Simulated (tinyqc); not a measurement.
p-n diode with diffusion and depletion-layer recombination: two steps of the calculation.

Abrupt junction in the depletion approximation, low injection, full ionisation, neutral widths fixed, ohmic contact on the p side. Vj is the junction voltage; where a series resistance Rs is given, V = Vj + J Rs is the terminal voltage.

Values chosen for this exercise; band and dielectric values close to those of silicon:
- T = 450 K (temperature)
- Eg = 1.1 eV (band gap)
- eps_r = 11.8 (relative permittivity)
- Nc = 5.2e19 cm^-3 (conduction-band density of states at T)
- Nv = 4.91e19 cm^-3 (valence-band density of states at T)
- Na = 6.9e16 cm^-3 (acceptor density)
- Nd = 1.5e17 cm^-3 (donor density)
- mun = 880 cm^2/(V s) (electron mobility in the p side)
- mup = 240 cm^2/(V s) (hole mobility in the n side)
- tn = 1e-6 s (electron lifetime)
- tp = 2e-9 s (hole lifetime)
- wp = 0.9 um (neutral width of the p side)
- wn = 78 um (neutral width of the n side)
- Sp = 1e7 cm/s (recombination velocity at the n contact)
- Et = 0 eV (trap level above the intrinsic level)
- Vj = 0.35 V (junction voltage at which recombination is evaluated)

Constants: q = 1.602176634e-19 C, kB = 1.380649e-23 J/K, Vt = kB T/q, eps0 = 8.8541878128e-14 F/cm where lengths are in cm. Results are converted to the units shown.

Problem 1. Diffusion lengths and saturation currents. ni = sqrt(Nc Nv) exp(-Eg/(2 Vt)), Eg in volts; D = mu Vt; Ln = sqrt(Dn tn), Lp = sqrt(Dp tp); J0n = q ni^2 Dn coth(wp/Ln)/(Ln Na); J0p = (q ni^2 Dp/(Lp Nd)) (s + tanh(wn/Lp))/(1 + s tanh(wn/Lp)), s = Sp Lp/Dp.

Find: ni; Ln; Lp; J0n; J0p.

Solution 1.

ni = 3.498e13 cm^-3
Ln = 58.42 um
Lp = 1.364 um
J0n = 0.001077 A/cm^2
J0p = 8.915e-5 A/cm^2

wp/Ln = 0.015 and wn/Lp = 57; electrons carry 92.4 % of the diffusion current.

Problem 2. Recombination in the depleted layer. ni = sqrt(Nc Nv) exp(-Eg/(2 Vt)), Eg in volts. Vbi = Vt ln(Na Nd/ni^2), W = sqrt(2 eps0 eps_r (Vbi - Vj)(1/Na + 1/Nd)/q), xp = W Nd/(Na + Nd), xn = W Na/(Na + Nd); u(x) = q Na (x + xp)^2/(2 eps0 eps_r) for x < 0 and Vbi - Vj - q Nd (xn - x)^2/(2 eps0 eps_r) for x > 0; p = Na exp(-u/Vt), n = Nd exp((u - Vbi + Vj)/Vt); U = ni^2 (exp(Vj/Vt) - 1)/(tp (n + ni exp(Et/Vt)) + tn (p + ni exp(-Et/Vt))); J_scr = q times the integral of U from -xp to xn. Trapezoid rule on 15 equal steps.

Give: W; x; u; n; p; U; J_scr.

Solution 2.

W = 86.085 nm

```
point	x (nm)	u (V)	n (cm^-3)	p (cm^-3)	U (cm^-3 s^-1)
0	-58.963	0.00000	1.4744e14	6.9000e16	1.4734e20
1	-53.224	0.00174	1.5421e14	6.5968e16	1.5411e20
2	-47.485	0.00697	1.7647e14	5.7649e16	1.7634e20
3	-41.746	0.01568	2.2092e14	4.6048e16	2.2073e20
4	-36.006	0.02788	3.0259e14	3.3621e16	3.0223e20
5	-30.267	0.04356	4.5341e14	2.2437e16	4.5263e20
6	-24.528	0.06273	7.4328e14	1.3687e16	7.4121e20
7	-18.789	0.08538	1.3331e15	7.6314e15	1.3264e21
8	-13.050	0.11152	2.6157e15	3.8893e15	2.5885e21
9	-7.311	0.14114	5.6149e15	1.8118e15	5.4744e21
10	-1.572	0.17425	1.3187e16	7.7148e14	1.2213e22
11	4.167	0.20793	3.1427e16	3.2371e14	2.4126e22
12	9.906	0.23444	6.2269e16	1.6337e14	3.1496e22
13	15.645	0.25339	1.0148e17	1.0024e14	3.0071e22
14	21.384	0.26475	1.3604e17	7.4780e13	2.6634e22
15	27.123	0.26854	1.5000e17	6.7821e13	2.5249e22
```

J_scr = 0.013671 A/cm^2

tinyqc, about 0.01 s, one thread, Intel Xeon 2.30GHz (shared host): `OMP_NUM_THREADS=1 python tinyqc.py 2260039 2260040 out.jsonl`
